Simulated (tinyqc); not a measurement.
Carrier lifetime from Shockley-Read-Hall, radiative, Auger and surface recombination. Changing the generation rate G. Computed by tinyqc, a small Python program. Command: `OMP_NUM_THREADS=1 python tinyqc.py 3001848 3001849 out.jsonl lifetime sweep`. One thread of a shared host (Intel(R) Xeon(R) Processor @ 2.30GHz), about 0.02 s of CPU time with the checks.

Energies are counted from the top of the valence band. Boltzmann statistics, full ionisation, and equal excess densities of electrons and holes.

Inputs (values chosen for the exercise, with bands modelled on CdS):

| quantity | value | unit |
|---|---|---|
| gap E_g | 2.47 | eV |
| electron mass m_e | 0.193 | m_0 |
| valleys M_c | 1 | - |
| hole mass m_h | 0.801 | m_0 |
| temperature T | 400 | K |
| doping N | 1.5e+17 | cm^-3 |
| trap level E_t | 1.66 | eV |
| trap density N_t | 2.8e+14 | cm^-3 |
| electron cross-section sigma_n | 7.2e-14 | cm^2 |
| hole cross-section sigma_p | 3e-16 | cm^2 |
| radiative coefficient B | 2e-11 | cm^3/s |
| Auger coefficient C_n | 2.6e-31 | cm^6/s |
| Auger coefficient C_p | 6.3e-31 | cm^6/s |

Doping: n-type. Surface term: none.

Constants: m_0 = 9.1093837015e-31 kg; k_B = 1.380649e-23 J/K; h = 6.62607015e-34 J s; k_B = 8.617333262e-05 eV/K.

Method:
- N_c = 2 M_c (2 pi m_e k_B T/h^2)^(3/2) and N_v = 2 (2 pi m_h k_B T/h^2)^(3/2), masses in units of m_0.
- n_i = sqrt(N_c N_v) exp(-E_g/2 k_B T); majority density N/2 + sqrt(N^2/4 + n_i^2), minority density n_i^2 over it.
- v = sqrt(3 k_B T/m) with m_e or m_h; tau_n0 = 1/(sigma_n v_n N_t), tau_p0 = 1/(sigma_p v_p N_t); n1 = N_c exp(-(E_g - E_t)/k_B T), p1 = N_v exp(-E_t/k_B T).
- With n = n_0 + dn, p = p_0 + dn and U/dn = 1/tau: (n p - n_i^2)/dn = n_0 + p_0 + dn = s; 1/tau_SRH = s/[tau_p0 (n + n1) + tau_n0 (p + p1)]; 1/tau_rad = B s; 1/tau_Aug = (C_n n + C_p p) s; the rates add.
- dn solves dn/tau_eff(dn) = G (60 bisections in ln dn between 1e-2 and 1e22 cm^-3); the splitting of the quasi-Fermi levels is k_B T ln(n p/n_i^2).

One run for each value:

| generation rate G (cm^-3 s^-1) | steady excess density (cm^-3) | lifetime in the steady state (s) | quasi-Fermi splitting under G (eV) |
|---|---|---|---|
| 1.00e+16 | 2.3410e+09 | 2.3410e-07 | 1.5642 |
| 1.00e+17 | 2.3410e+10 | 2.3410e-07 | 1.6436 |
| 2.00e+18 | 4.6821e+11 | 2.3410e-07 | 1.7469 |
| 2.00e+19 | 4.6820e+12 | 2.3410e-07 | 1.8262 |
| 3.00e+20 | 7.0208e+13 | 2.3403e-07 | 1.9196 |
| 4.00e+21 | 9.3231e+14 | 2.3308e-07 | 2.0089 |
| 5.00e+22 | 1.1121e+16 | 2.2243e-07 | 2.0966 |
| 6.00e+23 | 9.6407e+16 | 1.6068e-07 | 2.1857 |
| 8.00e+24 | 5.2765e+17 | 6.5957e-08 | 2.2792 |
| 1.00e+26 | 2.0378e+18 | 2.0378e-08 | 2.3661 |

Describe and explain the trends.

Over the rows, steady excess density (cm^-3) rises from 2.34e9 to 2.04e18 (exponent d ln y / d ln x 1.00 between the first rows and 0.53 between the last); lifetime in the steady state (s) falls from 2.34e-7 to 2.04e-8; quasi-Fermi splitting under G (eV) rises from 1.56 to 2.37 (exponent d ln y / d ln x 0.021 between the first rows and 0.015 between the last). At the low end the exponent of steady excess density is 1.00, close to 1: the lifetime is constant. The local ideality factor, d(splitting)/d(k_B T ln G), stays at 1.00; once dn is well above the equilibrium minority density it is 1 at low injection with a constant lifetime or for radiative recombination, 2 for first-order recombination at high injection and 2/3 for Auger recombination at high injection.

Extremes, crossings and ranges named in words are read from the listed rows.
